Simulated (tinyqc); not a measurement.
Inside a calculation. Method: extended Hueckel theory, for H6. One step of it, computed by the program tinyqc.

Problem. Mulliken analysis. P = C n C^T; charge = valence electrons (H 1) minus the sum of (P S)_ii on the atom; overlap population = 2 sum P_ij S_ij between two atoms.

coefficients:
```
            MO1        MO2        MO3        MO4        MO5        MO6
1H 1s  0.189801   0.369449   0.462439   0.703980  -0.829735   0.567692
2H 1s  0.265252   0.377218   0.216507  -0.483127   1.036689  -0.983728
3H 1s  0.327311   0.119812  -0.443615  -0.649686  -0.358984   1.346666
4H 1s  0.327311  -0.119812  -0.443615   0.649686  -0.358984  -1.346666
5H 1s  0.265252  -0.377218   0.216507   0.483127   1.036689   0.983728
6H 1s  0.189801  -0.369449   0.462439  -0.703980  -0.829735  -0.567692
```

occupations: 2.000000  2.000000  2.000000  0.000000  0.000000  0.000000

overlap S:
```
          1H 1s     2H 1s     3H 1s     4H 1s     5H 1s     6H 1s
1H 1s  1.000000  0.662368  0.178793  0.054140  0.008808  0.002066
2H 1s  0.662368  1.000000  0.491726  0.179079  0.033738  0.008808
3H 1s  0.178793  0.491726  1.000000  0.663054  0.179079  0.054140
4H 1s  0.054140  0.179079  0.663054  1.000000  0.491726  0.178793
5H 1s  0.008808  0.033738  0.179079  0.491726  1.000000  0.662368
6H 1s  0.002066  0.008808  0.054140  0.178793  0.662368  1.000000
```

Give: charges; Overlap populations.

Solution.

charges: 1H -0.1018, 2H 0.0826, 3H 0.0191, 4H 0.0191, 5H 0.0826, 6H -0.1018

Overlap populations:
```
pair      value
2-1    0.767894
3-1   -0.070628
3-2    0.070749
4-1   -0.040559
4-2   -0.038983
4-3    0.768008
5-1    0.000391
5-2   -0.003382
5-3   -0.038983
5-4    0.070749
6-1    0.000937
6-2    0.000391
6-3   -0.040559
6-4   -0.070628
6-5    0.767894
```
